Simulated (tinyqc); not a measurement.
MP2 on RHF in the sto-6g basis, for H4, spin multiplicity 1, step by step. One step of it, computed by the program tinyqc.

Task: Integrals over molecular orbitals. (pq|rs) = sum C_ip C_jq C_kr C_ls (ij|kl), one index at a time.

coefficients C, order 1H 1s, 2H 1s, 3H 1s, 4H 1s:
$$\begin{pmatrix}
0.280104 & 0.510004 & 0.823474 & -0.783911 \\
0.404175 & 0.393484 & -0.597766 & 1.250456 \\
0.404175 & -0.393484 & -0.597766 & -1.250456 \\
0.280104 & -0.510004 & 0.823474 & 0.783911
\end{pmatrix}$$

core Hamiltonian H = T + V (hartree), order 1H 1s, 2H 1s, 3H 1s, 4H 1s:
$$\begin{pmatrix}
-1.556829 & -1.220950 & -0.365825 & -0.092628 \\
-1.220950 & -1.881493 & -1.121819 & -0.365825 \\
-0.365825 & -1.121819 & -1.881493 & -1.220950 \\
-0.092628 & -0.365825 & -1.220950 & -1.556829
\end{pmatrix}$$

Two-electron integrals (ij|kl) in chemists' order, unique and non-zero (hartree):
```
(11|11) 0.774999   (21|11) 0.390206   (21|21) 0.237024   (22|11) 0.533789
(22|21) 0.390206   (22|22) 0.774999   (31|11) 0.078788   (31|21) 0.052597
(31|22) 0.097522   (31|31) 0.013692   (32|11) 0.198434   (32|21) 0.150860
(32|22) 0.321126   (32|31) 0.045322   (32|32) 0.168530   (33|11) 0.289904
(33|21) 0.221345   (33|22) 0.486246   (33|31) 0.078788   (33|32) 0.321126
(33|33) 0.774999   (41|11) 0.015892   (41|21) 0.010827   (41|22) 0.020603
(41|31) 0.003036   (41|32) 0.010540   (41|33) 0.020603   (41|41) 0.000726
(42|11) 0.050124   (42|21) 0.037424   (42|22) 0.078788   (42|31) 0.011921
(42|32) 0.045322   (42|33) 0.097522   (42|41) 0.003036   (42|42) 0.013692
(43|11) 0.142068   (43|21) 0.104594   (43|22) 0.221345   (43|31) 0.037424
(43|32) 0.150860   (43|33) 0.390206   (43|41) 0.010827   (43|42) 0.052597
(43|43) 0.237024   (44|11) 0.199551   (44|21) 0.142068   (44|22) 0.289904
(44|31) 0.050124   (44|32) 0.198434   (44|33) 0.533789   (44|41) 0.015892
(44|42) 0.078788   (44|43) 0.390206   (44|44) 0.774999
```

Give: one-electron integrals over orbitals h = C^T H C; Two-electron integrals over orbitals.

Result:

one-electron integrals over orbitals h = C^T H C (hartree):
$$\begin{pmatrix}
-1.959 & 0.000 & 0.165 & 0.000 \\
0.000 & -1.683 & 0.000 & -0.140 \\
0.165 & 0.000 & -1.259 & 0.000 \\
0.000 & -0.140 & 0.000 & -0.822
\end{pmatrix}$$

Two-electron integrals over orbitals (pq|rs), unique and non-zero (hartree):
```
(11|11) 0.512      (21|21) 0.170      (22|11) 0.467      (22|22) 0.482
(31|11) -0.076     (31|22) 2.90e-03   (31|31) 0.108      (32|21) 0.095
(32|32) 0.125      (33|11) 0.476      (33|22) 0.473      (33|31) -0.017
(33|33) 0.496      (41|21) 0.040      (41|32) -0.054     (41|41) 0.091
(42|11) 0.082      (42|22) 0.015      (42|31) -0.098     (42|33) 0.014
(42|42) 0.105      (43|21) -0.161     (43|32) -0.095     (43|41) -0.037
(43|43) 0.174      (44|11) 0.541      (44|22) 0.498      (44|31) -0.082
(44|33) 0.517      (44|42) 0.093      (44|44) 0.608
```
